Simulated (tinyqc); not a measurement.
From results back to parameters: valley splitting in a one-orbital chain of atomic planes (second-neighbour model). Four cases, with inputs chosen for the exercise.

Problem. For E(phi) = e0 + 2 v cos(phi) + 2 u cos(2 phi) with u, v > 0 and planes a/4 apart, the heights of the band at phi = 0 and phi = pi above its minimum were computed from hidden u and v; c = hbar^2/2m0.

Constants: hbar^2/2m0 = 3.80998211 eV angstrom^2.

Find: u, v; phi0; mass at the minimum.

Method. E - Emin = 4u (cos(phi) + v/(4u))^2. The difference of the two heights is 4v, and for v < 4u the sum of their square roots is 4 sqrt(u). The mass is (2c)/((a/4)^2 (8u - v^2/(2u))).

Case 1.

Values chosen (out of a larger set: near those of the Delta valleys of silicon; abrupt walls in this chain split the valleys several times more than measured wells; not measured data): a = 5.429 angstrom (lattice constant; planes lie a/4 apart).

E(0) - Emin = 4.036306 eV
E(pi) - Emin = 1.424306 eV

Solution.

u, v (eV): 0.641  0.653

phi0 = 1.8283 rad
mass at the minimum = 0.863 m0

Case 2.

Values chosen (out of a larger set: near those of the Delta valleys of silicon; abrupt walls in this chain split the valleys several times more than measured wells; not measured data): a = 5.422 angstrom (lattice constant; planes lie a/4 apart).

E(0) - Emin = 3.568923 eV
E(pi) - Emin = 1.332923 eV

Solution.

u, v (eV): 0.579  0.559

phi0 = 1.8146 rad
mass at the minimum = 0.951 m0

Case 3.

Values chosen (out of a larger set: near those of the Delta valleys of silicon; abrupt walls in this chain split the valleys several times more than measured wells; not measured data): a = 5.441 angstrom (lattice constant; planes lie a/4 apart).

E(0) - Emin = 3.660051 eV
E(pi) - Emin = 1.344051 eV

Solution.

u, v (eV): 0.590  0.579

phi0 = 1.8187 rad
mass at the minimum = 0.928 m0

Case 4.

Values chosen (out of a larger set: near those of the Delta valleys of silicon; abrupt walls in this chain split the valleys several times more than measured wells; not measured data): a = 5.438 angstrom (lattice constant; planes lie a/4 apart).

E(0) - Emin = 3.643038 eV
E(pi) - Emin = 1.471038 eV

Solution.

u, v (eV): 0.609  0.543

phi0 = 1.7956 rad
mass at the minimum = 0.890 m0

Computed by tinyqc, one run a case: `OMP_NUM_THREADS=1 python tinyqc.py N N+1 out.jsonl` with N = 1482615, 1482647, 1482662, 1482671; one thread of a shared Intel(R) Xeon(R) Processor @ 2.30GHz, about 0.02 s a run at most.
